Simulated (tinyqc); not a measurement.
From lone donors to an impurity band: impurity band of shallow donors (Hubbard estimate).

Constants: e^2/(4 pi eps0) = 14.39964547 eV angstrom.

Values chosen for the exercise (out of a larger set: near those of two donors in GaN; not measured data):
- a = 23.8 angstrom (orbital radius)
- eps = 9.3 (dielectric constant)
- Ns = (0.015, 0.036, 0.087, 0.22, 0.51, 1.1, 2.2) x 1e18/cm^3 (donor densities)

Donors on a simple cubic lattice of spacing R = N^(-1/3) (1/angstrom^3 = 1e24/cm^3), Ha* = q/(eps a), q = e^2/(4 pi eps0), x = R/a. Hopping t = Ha* (1 + x) exp(-x), band width B = 12 t, on-site repulsion U = (5/8) Ha*; the gap closes near B/U = 1.15. Valley factors and disorder are left out.

Results:
```
N (1e18/cm^3)  R (angstrom)  N^(1/3) a   t (meV)   B (meV)       B/U
0.015                 405.5      0.059  4.68e-05  0.000562  1.38e-05
0.036                 302.9      0.079   0.00266    0.0319  0.000784
0.087                 225.7      0.105    0.0520     0.623    0.0153
0.22                  165.7      0.144     0.491      5.90     0.145
0.51                  125.2      0.190      2.12      25.4     0.625
1.1                    96.9      0.246      5.63      67.6      1.66
2.2                    76.9      0.310      10.9       131      3.21
```

What does the comparison show, and why?

B/U passes 1.15 between 0.51 and 1.1 x 1e18/cm^3; the root is x = 4.52, N^(1/3) a = 0.221, N = 0.8 x 1e18/cm^3, below the 1.3 that the empirical rule N^(1/3) a = 0.26 gives; the estimate is rough, since random positions, the overlap of the orbitals and screening are left out. While N grows by 147 times, t grows by 2.32e+05 times.

Program tinyqc; command `OMP_NUM_THREADS=1 python tinyqc.py 1281908 1281909 out.jsonl`; about 0.01 s on one thread of a shared Intel(R) Xeon(R) Processor @ 2.30GHz.
